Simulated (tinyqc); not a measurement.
Electron mobility in a silicon inversion layer, empirical terms and Matthiessen rule: course of the iteration: inversion density for the measured current.

Inversion layer of sheet density Ns on a uniformly doped body. The mobility terms are empirical power laws with prefactors chosen for the exercise; adding their inverses (Matthiessen) is itself an approximation.

I = (W/L) q Ns mu Vd. E = q (Ndep + eta Ns)/(eps0 eps_r) in MV/cm. With t = T/(300 K): muC = Ac (Ns/1e12 cm^-2) t/(Nb/1e17 cm^-3 + Nit/1e11 cm^-2), muP = Ap E^(-1/3) t^(-1.75), muS = As E^(-gs); 1/mu is the sum of the inverses. Ns(new) = I/((W/L) q mu Vd).

Stop when Ns changes by less than 1e5 cm^-2, or after 15 iterations.

Parameters, values chosen for the exercise; material values close to those of silicon:
- T = 250 K (temperature)
- eps_r = 11.9 (relative permittivity of the semiconductor)
- Nb = 2.8e18 cm^-3 (body doping)
- eta = 0.5 (weight of the inversion charge in the effective field)
- Ap = 439 cm^2/(V s) (phonon-limited mobility at 1 MV/cm and 300 K)
- As = 1010 cm^2/(V s) (roughness-limited mobility at 1 MV/cm)
- gs = 2 (exponent of the roughness term)
- Ac = 3900 cm^2/(V s) (Coulomb prefactor)
- Nit = 1.4e10 cm^-2 (charge at the interface)
- WL = 5 (ratio W/L)
- Vd = 0.02 V (drain voltage)
- I = 0.753 uA (measured linear current)

Constants: q = 1.602176634e-19 C, eps0 = 8.8541878128e-14 F/cm where lengths are in cm. Results are converted to the units shown.

Ns at the start = 5.1e11 cm^-2
Ndep = 8.61053e12 cm^-2

Course of the iteration:
```
iteration	Ns (cm^-2)	|change| (cm^-2)
1	9.68439e11	4.58e11
2	5.95888e11	3.73e11
3	8.54392e11	2.59e11
4	6.50683e11	2.04e11
5	7.97498e11	1.47e11
6	6.84018e11	1.13e11
7	7.67394e11	8.34e10
8	7.03696e11	6.37e10
9	7.50979e11	4.73e10
10	7.15101e11	3.59e10
11	7.41884e11	2.68e10
12	7.21642e11	2.02e10
13	7.36800e11	1.52e10
14	7.25370e11	1.14e10
15	7.33944e11	8.57e9
```

Did this iteration meet its convergence test, and what does its course show?

No. Not converged within 15 iterations. The value swings about the solution and each change is still 0.75 times the one before. Near the solution, 7.302e11 cm^-2, d ln Ns(new)/d ln Ns = -d ln mu/d ln Ns = -0.752, which sets the rate. A rerun with the update Ns (Ns(new)/Ns)^(1/(1 - s)), s = -0.752, converges in 4 iterations.

Computed by the program tinyqc: `OMP_NUM_THREADS=1 python tinyqc.py 2510029 2510030 out.jsonl`, one thread of a shared Intel Xeon 2.30GHz, about 0.01 s for the whole run.
